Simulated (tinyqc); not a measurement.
Bandgap voltage reference from two bipolar transistors: two steps of the calculation.

Two transistors of area 1 and N carry the same current I. Is(T) = Is (T/T0)^eta exp[(Vg0 q/kB)(1/T0 - 1/T)], VBE1 = Vt ln(I/Is(T)) + I rb, VBE2 = Vt ln(I/(N Is(T))) + I rb/N. The amplifier forces I R1(T) = VBE1 - VBE2 + Vos, with R(T) = R (1 + tc (T - T0)) for both resistors, and the output is Vref = VBE1 + I R2(T). Base currents and the Early effect are neglected.

Values chosen for this exercise; values of the order met in silicon bipolar transistors:
- T0 = 300 K (reference temperature)
- Vg0 = 1.169 V (band-gap voltage extrapolated to 0 K)
- eta = 3.7 (temperature exponent of the saturation current)
- Is = 1.6e-16 A (saturation current of the unit transistor at T0)
- N = 8 (area ratio of the second transistor)
- R1 = 8.9 kohm (resistor across which the difference of VBE falls, at T0)
- tc = 0 ppm/K (temperature coefficient of both resistors)
- Vos = 2.5 mV (offset of the amplifier)
- rb = 0 ohm (series resistance of the unit transistor)
- R2 = 102.9 kohm (output resistor at T0)

Constants: q = 1.602176634e-19 C, kB = 1.380649e-23 J/K. Results are converted to the units shown.

Question 1. Operating point at the reference temperature. Vt = kB T/q; I = (Vt ln N + Vos)/(R1(T) - rb (1 - 1/N)). Evaluate at T = T0.

Find: Vt; I; Is(T); VBE1; I R2; Vref.

Answer 1.

Vt = 0.025852 V
I = 6.3211 uA
Is(T) = 1.6000e-16 A
VBE1 = 0.63078 V
I R2 = 0.65044 V
Vref = 1.2812 V

Question 2. Resistor for zero slope at T0, ideal case. With tc = 0, Vos = 0 and rb = 0 the current is proportional to T, dVBE/dT = (VBE - Vg0 - (eta - 1) Vt)/T, and Vref has zero slope at T0 when Vref = Vg0 + (eta - 1) Vt0. Find VBE1, its slope, that Vref, R2/R1 and the curvature d2Vref/dT2 = -(eta - 1) kB/(q T0).

Wanted: VBE1; dVBE/dT; Vref; R2/R1; curvature.

Answer 2.

VBE1 = 0.6296 V
dVBE/dT = -2.031 mV/K
Vref = 1.239 V
R2/R1 = 11.33
curvature = -0.7756 uV/K^2

tinyqc, about 0.03 s, one thread, Intel Xeon 2.30GHz (shared host): `OMP_NUM_THREADS=1 python tinyqc.py 2062209 2062210 out.jsonl`
